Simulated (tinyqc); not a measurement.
Surface photovoltage measurement of the minority-carrier diffusion length in a wafer: one step, computed by the program tinyqc.

Low injection, steady light, a depletion layer much thinner than 1/alpha and L. The excess density dn is taken at the front edge of the neutral region; light that reaches the back is lost.

Question. One wavelength. alpha = (84.732/lambda - 76.417)^2 per cm with lambda in micrometre (an empirical fit for silicon between 0.7 and 1.05 micrometre). Thick wafer: dn = Phi L/((S_f + D/L)(L + 1/alpha)). Finite wafer, with s = S_b L/D, w = W/L, a = alpha L: dn = [Phi a/(a^2 - 1)] [a - B - exp(-alpha W)(a - s)/(cosh w + s sinh w)]/(S_f + B D/L), B = (sinh w + s cosh w)/(cosh w + s sinh w). Photovoltage V = (k_B T/e) ln(1 + dn/n_0). Lifetime = L^2/D.

Inputs (values chosen for the exercise, modelled on p-type silicon at room temperature):

| quantity | value | unit |
|---|---|---|
| diffusion length L | 520 | micrometre |
| wafer thickness W | 300 | micrometre |
| diffusivity D | 32.8 | cm^2/s |
| front recombination velocity S_f | 820 | cm/s |
| back recombination velocity S_b | 13000 | cm/s |
| photon flux entering | 3.1e+11 | 1/(cm^2 s) |
| minority density at the surface barrier scale n_0 | 1.1e+08 | 1/cm^3 |
| temperature T | 298 | K |
| wavelength | 864 | nm |

Constants: k_B = 8.617333262e-05 eV/K.

Give: alpha; penetration depth 1/alpha; dn, thick wafer; B; dn, finite wafer; photovoltage V; lifetime.

Answer.

alpha = 468.8 1/cm

penetration depth 1/alpha = 21.33 micrometre

dn, thick wafer = 2.053e+08 1/cm^3

B = 1.802

dn, finite wafer = 1.470e+08 1/cm^3

photovoltage V = 21.79 mV

lifetime = 82.44 microsecond

Caution: dn is not small against n_0, so V is not linear in the flux; the constant-flux reading then needs dn, not V.
